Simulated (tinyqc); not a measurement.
Inside a calculation. Method: exchange-only LDA atom on a uniform radial grid, spin-unpolarised, for C. Computed by tinyqc, a small Python program that keeps every step. Settings: Z = 6, points = 256, R = 12.0, functional = Slater exchange alone, mixing = 0.2, iteration cap = 90. Command: `OMP_NUM_THREADS=1 python tinyqc.py 29248 29249 out.jsonl` (the two numbers bound the seeds that draw the settings). One thread of a shared host (Intel(R) Xeon(R) Processor @ 2.60GHz), about 2 s of CPU time with the checks. Later iterations appear only in the table of the cycle.

## Iteration 1

Spherical atom on a uniform radial grid r_j = j h with h = R/(N + 1), h sum u^2 = 1 and integrals as h times sums, u(0) = u(R) = 0 (atomic units):
```
parameter            value
Z                        6
points N               256
R                12.000000
h                 0.046693
mixing            0.200000
electrons in 1s          2
electrons in 2s          2
electrons in 2p          2
```

Three-point differences turn -u''/2 + [l(l+1)/2r^2 - Z/r + V] u = e u into a tridiagonal matrix (diagonal 1/h^2 + potential, off-diagonal -1/2h^2). D = sum f u^2; the Hartree potential y/r solves y'' = -D/r with y(0) = 0, y(R) = N_e; v_xc comes from rho = D/(4 pi r^2); E = sum f e - int D V + int D (V_H/2 + eps_xc); V(new) = V + mixing (V_H + v_xc - V).

eigenvalues (hartree): 1s -17.660024, 2s -4.478139, 2p -4.507447

Every 16th grid point:
```
r              V in     u(1s)      u(2s)     u(2p)         D       V_H       v_xc
0.747082   0.000000  0.257814  -1.019045  1.068218  4.492020  7.005348  -0.848833
1.494163   0.000000  0.006169  -0.615546  0.452245  1.166922  3.985288  -0.341195
2.241245   0.000000  0.000111  -0.162710  0.107903  0.076235  2.676403  -0.104869
2.988327   0.000000  1.77e-06  -0.032349  0.020357  0.002922  2.007800  -0.029187
3.735409   0.000000  2.64e-08  -0.005551  0.003377  0.000084  1.606250  -0.007719
4.482490   0.000000  3.79e-10  -0.000870  0.000516  2.05e-06  1.338542  -0.001979
5.229572   0.000000         0  -0.000128  0.000075  4.41e-08  1.147321  -0.000497
5.976654   0.000000         0  -0.000018  0.000010  8.70e-10  1.003906  -0.000123
6.723735   0.000000         0  -2.47e-06  1.39e-06  1.61e-11  0.892361  -0.000030
7.470817   0.000000         0  -3.28e-07  1.83e-07         0  0.803125   0.000000
8.217899   0.000000         0  -4.27e-08  2.35e-08         0  0.730114   0.000000
8.964981   0.000000         0  -5.47e-09  2.97e-09         0  0.669271   0.000000
9.712062   0.000000         0  -6.89e-10  3.71e-10         0  0.617788   0.000000
10.459144  0.000000         0  -8.58e-11  4.57e-11         0  0.573661   0.000000
11.206226  0.000000         0  -1.05e-11         0         0  0.535417   0.000000
11.953307  0.000000         0          0         0         0  0.501953   0.000000
```

total energy = -32.92950783 hartree

## Iteration 2

As before.

eigenvalues (hartree): 1s -15.543360, 2s -3.407881, 2p -3.302784

Every 16th grid point:
```
r              V in     u(1s)      u(2s)     u(2p)         D       V_H       v_xc
0.747082   1.231303  0.278994  -0.936303  1.021769  3.997027  6.786060  -0.816433
1.494163   0.728819  0.008033  -0.686554  0.544019  1.534754  3.961859  -0.373825
2.241245   0.514307  0.000179  -0.225837  0.168865  0.159036  2.675182  -0.133996
2.988327   0.395723  3.59e-06  -0.056794  0.042116  0.009999  2.007753  -0.043983
3.735409   0.319706  6.82e-08  -0.012459  0.009327  0.000484  1.606248  -0.013818
4.482490   0.267313  1.25e-09  -0.002515  0.001916  0.000020  1.338542  -0.004229
5.229572   0.229365  2.24e-11  -0.000480  0.000374  7.41e-07  1.147321  -0.001272
5.976654   0.200757         0  -0.000088  0.000070  2.54e-08  1.003906  -0.000378
6.723735   0.178466         0  -0.000016  0.000013  8.18e-10  0.892361  -0.000111
7.470817   0.160625         0  -2.71e-06  2.29e-06  2.52e-11  0.803125  -0.000033
8.217899   0.146023         0  -4.62e-07  4.01e-07         0  0.730114   0.000000
8.964981   0.133854         0  -7.74e-08  6.91e-08         0  0.669271   0.000000
9.712062   0.123558         0  -1.28e-08  1.18e-08         0  0.617788   0.000000
10.459144  0.114732         0  -2.09e-09  1.98e-09         0  0.573661   0.000000
11.206226  0.107083         0  -3.32e-10  3.23e-10         0  0.535417   0.000000
11.953307  0.100391         0  -1.11e-11  1.10e-11         0  0.501953   0.000000
```

total energy = -34.17619525 hartree

## Iteration 3

As before.

eigenvalues (hartree): 1s -13.952257, 2s -2.621155, 2p -2.430075

Every 16th grid point:
```
r              V in     u(1s)      u(2s)     u(2p)         D       V_H       v_xc
0.747082   2.178968  0.296088  -0.860368  0.963445  3.512255  6.572741  -0.781995
1.494163   1.300662  0.009829  -0.735943  0.617095  1.845029  3.929774  -0.397487
2.241245   0.919683  0.000259  -0.288840  0.237703  0.279863  2.672644  -0.161774
2.988327   0.709332  0.000006  -0.087982  0.074673  0.026634  2.007603  -0.060970
3.735409   0.574251  1.43e-07  -0.023608  0.021021  0.001998  1.606241  -0.022161
4.482490   0.480713  3.17e-09  -0.005869  0.005525  0.000130  1.338541  -0.007892
5.229572   0.412702  6.92e-11  -0.001387  0.001385  0.000008  1.147321  -0.002774
5.976654   0.361311         0  -0.000316  0.000336  4.24e-07  1.003906  -0.000967
6.723735   0.321223         0  -0.000070  0.000079  2.23e-08  0.892361  -0.000335
7.470817   0.289118         0  -0.000015  0.000018  1.13e-09  0.803125  -0.000115
8.217899   0.262841         0  -3.22e-06  4.15e-06  5.52e-11  0.730114  -0.000040
8.964981   0.240937         0  -6.77e-07  9.29e-07         0  0.669271  -0.000014
9.712062   0.222404         0  -1.40e-07  2.06e-07         0  0.617788   0.000000
10.459144  0.206518         0  -2.87e-08  4.49e-08         0  0.573661   0.000000
11.206226  0.192750         0  -5.66e-09  9.40e-09         0  0.535417   0.000000
11.953307  0.180703         0  -2.14e-10  3.68e-10         0  0.501953   0.000000
```

total energy = -35.01474249 hartree

## Convergence

Stop when input and output potentials agree to 1e-7.

Course of the cycle (hartree):
```
iteration             E       e(1s)      e(2s)      e(2p)  largest |V(out) - V(in)|
1          -32.92950783  -17.660024  -4.478139  -4.507447                  1.32e+01
2          -34.17619525  -15.543360  -3.407881  -3.302784                  9.91e+00
3          -35.01474249  -13.952257  -2.621155  -2.430075                  7.38e+00
4          -35.56238766  -12.765013  -2.043306  -1.799978                  5.46e+00
5          -35.90835006  -11.886388  -1.619235  -1.346222                  4.00e+00
6          -36.11888265  -11.241920  -1.308341  -1.020016                  2.91e+00
7          -36.24180031  -10.773547  -1.080708  -0.785686                  2.10e+00
8          -36.31042775  -10.436211  -0.914267  -0.617312                  1.50e+00
9          -36.34700843  -10.195217  -0.792706  -0.496161                  1.07e+00
10         -36.36563755  -10.024160  -0.703959  -0.408759                  7.61e-01
11         -36.37473477   -9.903230  -0.639111  -0.345453                  5.41e-01
...                 ...         ...        ...        ...                       ...
65         -36.38268379   -9.593276  -0.448074  -0.160713                  9.12e-07
66         -36.38268379   -9.593276  -0.448074  -0.160713                  7.25e-07
67         -36.38268379   -9.593275  -0.448074  -0.160713                  5.76e-07
68         -36.38268379   -9.593275  -0.448074  -0.160713                  4.58e-07
69         -36.38268379   -9.593275  -0.448074  -0.160713                  3.64e-07
70         -36.38268379   -9.593275  -0.448074  -0.160712                  2.89e-07
71         -36.38268379   -9.593275  -0.448074  -0.160712                  2.30e-07
72         -36.38268379   -9.593275  -0.448074  -0.160712                  1.82e-07
73         -36.38268379   -9.593275  -0.448074  -0.160712                  1.45e-07
74         -36.38268379   -9.593275  -0.448074  -0.160712                  1.15e-07
75         -36.38268379   -9.593275  -0.448074  -0.160712                  9.15e-08
```

Converged in 75 iterations. A uniform grid resolves the cusp poorly: for a bare nucleus this grid gives 1s at -17.66002 against -Z^2/2 = -18 hartree. Before convergence this energy mixes input and output and is not variational, so it may rise towards its limit.
